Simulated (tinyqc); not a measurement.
Born-von Karman spring model of a cubic crystal with one atom per cell: one step, computed by the program tinyqc.

First neighbours lie at a/2 (1,1,1) (8 of them), second at a (1,0,0) (6), with all permutations and signs; the volume per atom is Omega = a^3/2. Two shells of springs match a real metal only roughly, above all at the zone boundary.

Task: Dynamical matrix at q. A neighbour at R with unit vector n couples by the matrix K(R) = kL n n^T + kT (1 - n n^T), and D(q) = (1/M) sum_R K(R) [1 - cos(q.R)].

Inputs (values chosen for the exercise, modelled on molybdenum):

| quantity | value | unit |
|---|---|---|
| atomic mass M | 95.95 | u |
| radial spring k1L | 4 | eV/angstrom^2 |
| transverse spring k1T | -0.029 | eV/angstrom^2 |
| radial spring k2L | 3 | eV/angstrom^2 |
| transverse spring k2T | -0.21 | eV/angstrom^2 |

Lattice: bcc.

wave vector q (2 pi/a): 0.21  0.19  0

Give: D(q).

Result:

D(q) (eV/(angstrom^2 u)):
```
         x        y        z
x  0.08217  0.03858  0.00000
y  0.03858  0.07418  0.00000
z  0.00000  0.00000  0.03190
```
